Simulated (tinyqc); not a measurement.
Inside a calculation: inversion layer as a triangular well, valleys of the Si type. Values are carried at full precision from step to step, so a last printed digit may differ when a step is redone from the rounded ones.

Six ellipsoidal valleys with their long axes along the cube axes, mass ml along the axis and mt across it. For a valley whose axis makes the angle theta with the surface normal, 1/m_z = cos^2(theta)/ml + sin^2(theta)/mt sets the confinement; in the plane the masses are m_1 = mt and m_2 = ml mt/m_z, and m_d = sqrt(m_1 m_2).

Constants: e^2/(4 pi eps0) = 14.39964547 eV angstrom; hbar^2/2m0 = 3.80998211 eV angstrom^2; kB = 8.617333262e-05 eV/K.

Parameters, chosen for this exercise (near those of Si; not measured data): ml = 0.903 m0 (longitudinal mass); mt = 0.188 m0 (transverse mass); face = 111 (surface); eps = 11.9 (dielectric constant); Ns = 1.5 x 1e12/cm^2 (electron sheet density); Nd = 2.4 x 1e12/cm^2 (depletion charge); eta = 0.5 (share of Ns in the effective field); T = 400 K (temperature); tox = 26 angstrom (SiO2-equivalent oxide thickness).

## Valley masses on the (111) face

Group the valleys by their angle to the normal, heaviest m_z first.

Valleys (masses in m0):
```
valleys g,cos^2(theta),m_z,m_1,m_2,m_d
6,0.3333,0.2554,0.1880,0.6647,0.3535
```

All valleys are equivalent on this face.

## Effective field

The field is taken as constant, e F = 4 pi (e^2/4 pi eps0)(Nd + eta Ns)/eps, with 1e12/cm^2 = 1e-4/angstrom^2, and the oxide as a hard wall at z = 0; c = hbar^2/2m0.

Find e F, and F in MV/cm (1 MV/cm = 0.01 V/angstrom).

e F = 0.00478989 eV/angstrom
F = 0.4790 MV/cm

## Subband ladders

Level j of a valley lies at E_j = a_j (c (e F)^2/m_z)^(1/3) above the band edge at the surface, with the Airy zeros a_j = 2.338107, 4.087949, 5.520560, 6.786708, 7.944134, 9.022651, 10.040174, 11.008524, 11.936016, 12.828777, and has <z> = 2 E_j/(3 e F).

The ten lowest levels of all groups of valleys together, j = 0, 1, ..., c = hbar^2/2m0; primes mark the groups with lighter m_z.

Subbands:
```
label,valleys g,m_d (m0),E (eV),<z> (angstrom)
0,6,0.3535,0.1635,22.76
1,6,0.3535,0.2859,39.80
2,6,0.3535,0.3862,53.75
3,6,0.3535,0.4747,66.07
4,6,0.3535,0.5557,77.34
5,6,0.3535,0.6311,87.84
6,6,0.3535,0.7023,97.75
7,6,0.3535,0.7700,107.17
8,6,0.3535,0.8349,116.20
9,6,0.3535,0.8974,124.90
```

The second subband is 1, 122.4 meV above the first. Levels above about 0.5 eV lie beyond parabolic valleys.

## Fermi level and populations

Subband i holds n_i = g m_d/(2 pi c) kB T ln(1 + exp((EF - E_i)/kB T)) (spin included), and EF is fixed by sum n_i = Ns over the levels listed or, where none are listed, over j = 0 to 9 of each group; 1e12/cm^2 = 1e-4/angstrom^2.

Solve for EF; c = hbar^2/2m0. The mean distance is sum n_i <z>_i/Ns.

EF = 0.0594 eV

Populations:
```
label,(EF - E)/kB T,n (1e12/cm^2),share (%)
0,-3.02,1.455,97.0
1,-6.57,0.043,2.8
2,-9.48,0.002,0.2
3,-12.05,0.000,0.0
4,-14.40,0.000,0.0
5,-16.59,0.000,0.0
6,-18.65,0.000,0.0
7,-20.62,0.000,0.0
8,-22.50,0.000,0.0
9,-24.31,0.000,0.0
```

mean distance from the surface = 23.30 angstrom

The lowest subband holds 97.0 % of the electrons and is not degenerate (EF well below its edge).

## Effect on the gate capacitance

The charge sits at the mean distance <z> from the surface, which adds (3.9/eps) <z> to the oxide thickness; C/Cox = tox/(tox + 3.9 <z>/eps). The density-of-states term is left out.

added thickness = 7.64 angstrom
C/Cox = 0.773

## Checks

- Lowest level by finite differences against the Airy formula, eV: both 0.1635.

Run: tinyqc, `OMP_NUM_THREADS=1 python tinyqc.py 1282784 1282785 out.jsonl`; Intel(R) Xeon(R) Processor @ 2.30GHz, one thread, shared host; about 0.01 s of CPU time with all checks.
